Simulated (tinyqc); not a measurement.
Effective work function and flat-band voltage of a metal/high-k/SiO2/Si stack with a dipole layer: one step. Where the gate Fermi level points. Three cases, with inputs chosen for the exercise.

Question. Position (EWF - chi)/Eg, 0 at the conduction and 1 at the valence edge; distances to both edges and to mid-gap; capacitance C = 3.9 eps0/EOT with eps0 = 8.8541878e-12 F/m.

Give: position; EWF - chi, chi + Eg - EWF, EWF - mid-gap; C.

Case 1.

Values chosen (out of a larger set: a stack on Si capped with a lanthanum-like oxide; not measured data): chi = 4.055 eV (electron affinity of the channel); Eg = 1.118 eV (gap of the channel).

EWF = 4.962388 eV
EOT = 12.7257 angstrom

Answer.

position = 0.812

EWF - chi, chi + Eg - EWF, EWF - mid-gap (eV): [0.907, 0.211, 0.348]

C = 2.714 microF/cm^2

EWF lies 0.35 eV from mid-gap on the p side and 0.21 eV from the nearer edge; thin undoped bodies use values within about 0.3 eV of mid-gap.

Case 2.

Values chosen (out of a larger set: a stack on Si capped with a lanthanum-like oxide; not measured data): chi = 4.048 eV (electron affinity of the channel); Eg = 1.121 eV (gap of the channel).

EWF = 4.663662 eV
EOT = 10.3085 angstrom

Answer.

position = 0.549

EWF - chi, chi + Eg - EWF, EWF - mid-gap (eV): [0.616, 0.505, 0.055]

C = 3.350 microF/cm^2

EWF lies 0.06 eV from mid-gap on the p side and 0.51 eV from the nearer edge; thin undoped bodies use values within about 0.3 eV of mid-gap.

Case 3.

Values chosen (out of a larger set: a stack on Si capped with a lanthanum-like oxide; not measured data): chi = 4.053 eV (electron affinity of the channel); Eg = 1.122 eV (gap of the channel).

EWF = 4.228708 eV
EOT = 9.6746 angstrom

Answer.

position = 0.157

EWF - chi, chi + Eg - EWF, EWF - mid-gap (eV): [0.176, 0.946, -0.385]

C = 3.569 microF/cm^2

EWF lies within 0.2 eV of the conduction edge, as a low-threshold bulk n-channel gate needs.

Computed by tinyqc, one run a case: `OMP_NUM_THREADS=1 python tinyqc.py N N+1 out.jsonl` with N = 1850844, 1850872, 1850964; one thread of a shared Intel(R) Xeon(R) Processor @ 2.30GHz, about 0.01 s a run at most.
